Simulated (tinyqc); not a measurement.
Worked calculation: stress in a transistor channel from embedded alloy regions, liners and fins, by half-space elasticity. Computed by tinyqc, a small Python program that keeps every step. Command: `OMP_NUM_THREADS=1 python tinyqc.py 3012625 3012626 out.jsonl stressor walk`. One thread of a shared host (Intel(R) Xeon(R) Processor @ 2.30GHz), about 0.01 s of CPU time with the checks. Intermediate numbers are printed to about 7 digits and carried at full precision; extremes and crossings named in words are read from the listed rows.

Plane strain in an isotropic half-space, the same constants everywhere; x along the channel from its centre, y downwards from the free surface; stress is positive in tension.

Inputs (values chosen for the exercise, modelled on silicon):

| quantity | value | unit |
|---|---|---|
| alloy fraction x | 0.42 | - |
| lattice change per unit x, beta | 0.0423 | - |
| Young's modulus E | 159 | GPa |
| Poisson ratio nu | 0.23 | - |
| channel length L | 90 | nm |
| length of each stressor S | 160 | nm |
| recess depth d | 25 | nm |
| depth of the field point y | 5.2 | nm |
| liner stress | -2.6 | GPa |
| liner thickness t | 55 | nm |
| length of a cut fin or stripe | 280 | nm |
| height of the strained layer h | 56 | nm |
| longitudinal piezoresistance coefficient | 73.9 | 1e-11/Pa |
| vertical piezoresistance coefficient | -1.1 | 1e-11/Pa |

Stressor: Si(1-x)Ge(x) source and drain.

## Misfit and the pressure on the side walls

Misfit e = beta x. A fully constrained inclusion holds the stress -p with p = E e/(1 - 2 nu); a blanket film would hold -E e/(1 - nu) in the plane.

misfit e = 0.017766

p = 5.2311 GPa

stress of a blanket film = -3.668564 GPa

## Stress at the centre of the channel

A line element dA of misfit at (a, c) in the half-space gives, with C = E e/(2 pi (1 - nu)), X = x - a, r1^2 = X^2 + (y - c)^2, r2^2 = X^2 + Y^2, Y = y + c: s_xx = -C dA {[X^2 - (y - c)^2]/r1^4 + 3 [X^2 - Y^2]/r2^4 + 4 y Y (Y^2 - 3 X^2)/r2^6}, s_yy = C dA {[X^2 - (y - c)^2]/r1^4 - [X^2 - Y^2]/r2^4 + 4 y Y (Y^2 - 3 X^2)/r2^6}. These are integrated over two rectangles, L/2 < |a| < L/2 + S, 0 < c < d (closed form in a, 200 Gauss-Legendre points in c).

s_xx = -1641.374 MPa

s_yy = -17.39336 MPa

s_xx over the blanket-film stress = 0.4474158

The channel is compressed along its length; s_yy is 0.011 of s_xx in size and vanishes at the surface.

## Closed form at the surface

At x = y = 0 the integral is s_xx = -(4/pi) [E e/(1 - nu)] [arctan(2 d/L) - arctan(d/(L/2 + S))].

s_xx at the surface = -1801.807 MPa

For fixed L and S it is largest at d = sqrt((L/2)(L/2 + S)) = 96.0 nm; d is short of that.

## A stressed liner, as two edge forces

The liner over source and drain ends at the gate, x = -/+ L/2, and pulls there with the force per width F = (liner stress) t along the surface. A tangential line force gives s_xx = (2 F/pi) X^3/(X^2 + y^2)^2 at the distance X; two of them add at the centre, X = L/2. For L > 3.5 y the concentrated force is an upper bound.

edge force F = -143 N/m

s_xx from the liner = -3940.144 MPa

Caution: the real force is spread over several liner thicknesses, so for a channel this short the concentrated force clearly overstates the stress.

## Mobility change, linear estimate

d mu/mu = -(pi_L s_xx + pi_z s_yy) for the embedded regions alone; the stress across the width is left out.

mobility change = 121.2784 %

The vertical stress supplies -0.019 of these points. Caution: beyond a few hundred MPa bulk piezoresistance coefficients no longer describe an inversion layer well.

## Relaxation at the ends of a cut stripe

Shear-lag estimate for a stripe of length l and height h on a like substrate: the stress along it is s(x)/s_film = 1 - cosh(x/lam)/cosh(l/(2 lam)), lam = (pi/2) g h with g = 1.258; mean = 1 - (2 lam/l) tanh(l/(2 lam)).

transfer length lam = 110.6595 nm

share kept at the centre = 0.4772331

share kept on average = 0.3261821

Cutting has released much of the strain.

## Along the channel and with depth

The formulas are those given above.

Stress (MPa):

| 2x/L | s_xx at y | s_yy at y | s_xx at d/2 | s_xx at 1.5 d |
|---|---|---|---|---|
| 0.0 | -1641.374 | -17.39336 | -1339.392 | -373.1551 |
| 0.2 | -1677.591 | -18.48893 | -1345.534 | -359.6642 |
| 0.4 | -1782.594 | -20.54677 | -1356.302 | -321.2965 |
| 0.6 | -1927.054 | -14.28647 | -1353.750 | -258.5301 |
| 0.8 | -1949.434 | 79.06619 | -1388.465 | -141.6835 |

Near the surface s_xx changes by +19 % from the centre to 2x/L = 0.8. At the centre, s_xx at half the recess depth is 0.82 of its value at y, and below the recess 0.23. An element acts with the sign of X^2 - (y - c)^2, so its direct term reverses where the offset in depth exceeds the lateral distance, and the image terms that amplify the stress near the surface fade with depth.

## Shrinking the pitch

L and S are scaled together at fixed d, then S alone, then L alone.

S_xx at the centre (MPa):

| scale | L and S scaled | S alone | L alone |
|---|---|---|---|
| 0.35 | -2076.674 | -1091.537 | -2937.059 |
| 0.50 | -2153.166 | -1294.142 | -2619.764 |
| 0.70 | -1977.699 | -1473.529 | -2173.030 |
| 1.00 | -1641.374 | -1641.374 | -1641.374 |
| 1.40 | -1289.539 | -1773.991 | -1174.924 |
| 2.00 | -954.891 | -1886.770 | -774.851 |
| 3.00 | -657.297 | -1983.650 | -452.905 |

Halving S alone keeps 0.79 of the stress, halving L alone gives 1.60, and halving both 1.31: a shorter channel brings the walls closer, a shorter stressor brings its far wall, which pulls the other way, closer too. Neighbouring devices are left out.

Checks made by the program: surface stress against its closed form; zero normal stress at the surface (relative difference below 1e-10).
